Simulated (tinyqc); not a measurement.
# Dopants and charged point defects at anneal temperature: Fermi-level effect, clustering and pairing, step by step

A worked calculation. Computed by tinyqc, a small Python program that keeps every step. Command: `OMP_NUM_THREADS=1 python tinyqc.py 3012960 3012961 out.jsonl pairing walk`. One thread of a shared host (Intel(R) Xeon(R) Processor @ 2.30GHz), about 0.02 s of CPU time with the checks. Intermediate numbers are printed to about 6 digits and carried at full precision; extremes and crossings named in words are read from the listed rows.

Boltzmann statistics and full ionisation of active dopants. Energies are counted from the valence band; the defect (a vacancy or self-interstitial) has five charge states, with all degeneracy factors one.

Inputs (values chosen for the exercise, with bands modelled on InP):
```
quantity,value,unit
gap at 0 K E_g0,1.44,eV
Varshni alpha,0.000376,eV/K
Varshni beta,164,K
electron mass m_e,0.0804,m_0
valleys M_c,1,-
hole mass m_h,0.58,m_0
anneal temperature T,1060,K
total dopant density N,3.3e+18,cm^-3
formation enthalpy of the neutral defect H_f,3.77,eV
formation entropy S_f,2.6,k_B
site density N_s,4.2e+22,cm^-3
intrinsic dopant diffusivity D_i,2.4e-13,cm^2/s
anneal time t,2000,s
dopant atoms per cluster k,3,-
cluster binding energy E_b,1.41,eV
```

Dopant: donor. Second part: clustering of the dopant.

defect levels as fractions of E_g(T): (2+/+), (+/0), (0/-), (-/2-): [0.16, 0.33, 0.66, 0.78]

Constants: m_0 = 9.1093837015e-31 kg; k_B = 1.380649e-23 J/K; h = 6.62607015e-34 J s; k_B = 8.617333262e-05 eV/K.

## The host at the anneal temperature

E_g = E_g0 - alpha T^2/(T + beta). N_c = 2 M_c (2 pi m_e k_B T/h^2)^(3/2) and N_v = 2 (2 pi m_h k_B T/h^2)^(3/2), masses in units of m_0. n_i = sqrt(N_c N_v) exp(-E_g/2 k_B T); E_i = E_g/2 + (k_B T/2) ln(N_v/N_c).

E_g = 1.09484 eV

k_B T = 0.0913437 eV

n_i = 4.17489e+16 cm^-3

E_i = 0.682793 eV

effective density of states N_b of the majority band = 3.79956e+18 cm^-3

## Active and clustered dopant

n = A/2 + sqrt(A^2/4 + n_i^2) for an active density A. k ionised dopants and k carriers form one neutral cluster: C = N_s (A/N_s)^k (n/N_b)^k exp(E_b/k_B T), N_b the effective density of states of the majority band, and N = A + k C (60 bisections in ln A between ln N - 90 and ln N).

active density A = 3.14749e+18 cm^-3

clusters C = 5.08364e+16 cm^-3

active share = 0.953785

Nearly all the dopant is active.

## Carrier density and Fermi level

chi = n/n_i (for acceptors n_i/p); E_F = E_i + k_B T ln chi; field enhancement h = 1 + A/sqrt(A^2 + 4 n_i^2).

n = 3.14804e+18 cm^-3

chi = 75.4043

E_F = 1.07766 eV

field enhancement h = 1.99965

The doping is 75.4 n_i: extrinsic conditions.

## Charged defects

C_0 = N_s exp(S_f/k_B) exp(-H_f/k_B T). Ratios to the neutral state at E_F = E_i: r_+ = exp((E(+/0) - E_i)/k_B T), r_2+ = r_+ exp((E(2+/+) - E_i)/k_B T), r_- = exp((E_i - E(0/-))/k_B T), r_2- = r_- exp((E_i - E(-/2-))/k_B T); at other E_F state q scales as chi^(-q). The enhancement is sum r_q chi^(-q)/sum r_q. The charge on the defects is left out of neutrality.

neutral defects C_0 = 672854 cm^-3

Charge states:
```
state,ratio r,intrinsic (cm^-3),doped (cm^-3)
2+,1.14280e-04,7.68939e+01,1.35238e-02
+,2.96106e-02,1.99236e+04,2.64224e+02
0,1.00000e+00,6.72854e+05,6.72854e+05
-,6.46784e-01,4.35191e+05,3.28153e+07
2-,9.92812e-02,6.68017e+04,3.79822e+08
```

all defects, doped = 4.13310e+08 cm^-3

enhancement over intrinsic = 345.910

mean charge = -1.91735 e

Doping leaves the neutral state alone and multiplies the total by 346; the most common state is 2- (in intrinsic material 0).

## Dopant diffusivity

If every charge state of the defect carries the dopant equally well, D = D_i x enhancement x h x (active share A/N, a rough stand-in that overstates the dA/dN which immobile clusters call for), D_i being an input held fixed when T or H_f is moved; diffusion length 2 sqrt(D t).

effective diffusivity D = 1.58336e-10 cm^2/s

D/D_i = 659.732

diffusion length = 11254.7 nm

Caution: so large an enhancement assumes that highly charged defects carry the dopant as well as neutral ones; measured enhancements are far smaller.

## Against doping

chi = n/n_i; h = 1 + A/sqrt(A^2 + 4 n_i^2); the dopant diffusivity over its intrinsic value is D/D_i = enhancement x h x A/N, if every charge state carries the dopant equally well.

Trend at the anneal temperature:
```
N (cm^-3),active A (cm^-3),chi,defect enhancement,mean charge,D/D_i
1.30e+15,1.30000e+15,1.016,1.00722e+00,-0.46539,1.02290e+00
3.70e+15,3.70000e+15,1.045,1.02095e+00,-0.47684,1.06614e+00
1.10e+16,1.10000e+16,1.140,1.06586e+00,-0.51230,1.20507e+00
3.10e+16,3.10000e+16,1.438,1.21410e+00,-0.61221,1.63667e+00
9.10e+16,9.10000e+16,2.569,1.87427e+00,-0.88947,3.25529e+00
2.70e+17,2.70000e+17,6.618,5.42511e+00,-1.34667,1.06080e+01
7.70e+17,7.69967e+17,18.497,2.64291e+01,-1.70238,5.27020e+01
2.30e+18,2.27807e+18,54.584,1.87019e+02,-1.88767,3.70347e+02
6.60e+18,4.76485e+18,114.140,7.70502e+02,-1.94458,1.11244e+03
```

Well below n_i = 4.17e16 cm^-3 chi and the enhancement are near 1. At any doping d ln(enhancement)/d ln chi equals minus the mean charge, which goes from -0.47 to -1.94 over the rows. Clustering bends A over: its exponent in N falls to 0.70, towards 1/(2k) = 0.167. Rows with carriers above N_b lie beyond Boltzmann statistics.

## Activation against anneal temperature

The formulas are those given above.

Equilibrium activation:
```
T (K),n_i (cm^-3),active A (cm^-3),clusters C (cm^-3),active share
640,9.53091e+13,6.41667e+17,8.86111e+17,0.194445
740,7.26563e+14,1.22142e+18,6.92860e+17,0.370127
850,4.02513e+15,2.01514e+18,4.28286e+17,0.610649
950,1.38153e+16,2.70254e+18,1.99152e+17,0.818953
1060,4.17489e+16,3.14749e+18,5.08364e+16,0.953785
1170,1.04058e+17,3.27106e+18,9.64649e+15,0.991230
1270,2.10393e+17,3.29301e+18,2.32944e+15,0.997882
```

The active share goes from 0.194 at 640 K to 0.998 at 1270 K, so a layer activated by a hot, short anneal is metastable and deactivates in later, cooler steps if the dopant can move.

Checks made by the program: conservation of the dopant (relative difference below 1e-10); ratios against Boltzmann factors of formation energies at E_F (relative difference below 1e-10).
